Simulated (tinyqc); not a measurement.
Inside a calculation: two-band massive Dirac model of the K valleys. Values are carried at full precision from step to step, so a last printed digit may differ when a step is redone from the rounded ones.

Basis (conduction, valence): H = [[D/2, a t (tau kx - i ky)], [a t (tau kx + i ky), -D/2 + lam tau sz]], valley tau = +/-1, spin sz = +/-1. The gap of a spin and valley is G = D - lam tau sz. Berry curvature Omega = curl of i<u|grad u>; for the conduction band Omega_c = -tau 2 a^2 t^2 G/(G^2 + 4 a^2 t^2 k^2)^(3/2), and Omega_v = -Omega_c.

Constants: hbar^2/2m0 = 3.80998211 eV angstrom^2.

Parameters, chosen for this exercise (near those used for monolayer WS2; the results hold for these values, not for the real material): a = 3.204 angstrom (lattice constant); D = 1.67 eV (gap parameter); t = 1.33 eV (effective hopping); lam = 0.218 eV (half the valence spin splitting); tau = 1 (valley); sz = -1 (spin); k = (0.091, 0.082) 1/angstrom (wave vector from the valley); h = 0.01 1/angstrom (side of the plaquette).

## Band edges of the four flavours

At k = 0: Ec = D/2, Ev = -D/2 + lam tau sz; mass m/m0 = c G/(a t)^2 for both bands, c = hbar^2/2m0; Omega_c(0) = -2 tau a^2 t^2/G^2.

Edges:
```
tau  sz  Ec (eV)  Ev (eV)  G (eV)  mass (m0)  Omega_c (angstrom^2)
1     1   0.8350  -0.6170  1.4520     0.3047               -17.226
1    -1   0.8350  -1.0530  1.8880     0.3961               -10.189
-1    1   0.8350  -1.0530  1.8880     0.3961                10.189
-1   -1   0.8350  -0.6170  1.4520     0.3047                17.226
```

The top of the valence band has spin up at tau = +1 and spin down at tau = -1: spin and valley are locked, with 436 meV between the two valence bands (A and B transitions at 1.452 and 1.888 eV, without exciton binding).

## H at one k

Fill in the matrix and diagonalise: E = lam tau sz/2 -/+ sqrt(G^2/4 + a^2 t^2 k^2).

H (eV), rows c, v and columns alike:
```
[[0.8350, 0.3878-0.3494i],
 [0.3878+0.3494i, -1.0530]]
```

levels (eV): [-1.1877, 0.9697]

cos(theta) = G/(E+ - E-) = 0.8751

## Curvature, orbital moment and circular dichroism

Omega_c from the formula; orbital moment of both bands m = -tau (a t)^2 G/(c (G^2 + 4 a^2 t^2 k^2)) in Bohr magnetons (charge -e), c = hbar^2/2m0; interband strengths |P+/-|^2 proportional to (1 +/- tau cos(theta))^2 for P+/- = Px +/- i Py, and eta = (|P+|^2 - |P-|^2)/(|P+|^2 + |P-|^2) = 2 tau cos(theta)/(1 + cos^2(theta)).

Omega_c = -6.828 angstrom^2
orbital moment = -1.933 muB
eta = 0.9912

All three change sign with the valley. The selection rule, exact at k = 0, still holds to 99.1 % here.

## The curvature from a plaquette

Corners counter-clockwise around k, from (-h/2, -h/2); upper eigenvector u with its first component real and positive; Omega = -(sum of arg <u_j|u_(j+1)>)/h^2.

Corners:
```
j      kx      ky      u_c               u_v  arg <u_j|u_j+1> (rad)
1  0.0860  0.0770  0.97129  0.17723+0.15868i              -0.003235
2  0.0960  0.0770  0.96803  0.19567+0.15694i               0.003950
3  0.0960  0.0870  0.96520  0.19378+0.17562i               0.003584
4  0.0860  0.0870  0.96835  0.17547+0.17751i              -0.003617
```

Omega_c from the plaquette = -6.827 angstrom^2

The formula at the centre gives -6.828; the plaquette averages over its area.

## Checks

- Curvature formula against a plaquette of side 1e-4: both -6.8284.
- Eta against the matrix elements of dH/dkx +/- i dH/dky: both 0.99117.

(tinyqc, `OMP_NUM_THREADS=1 python tinyqc.py 1450042 1450043 out.jsonl`, Intel(R) Xeon(R) Processor @ 2.30GHz, 1 thread, shared host, about 0.01 s.)
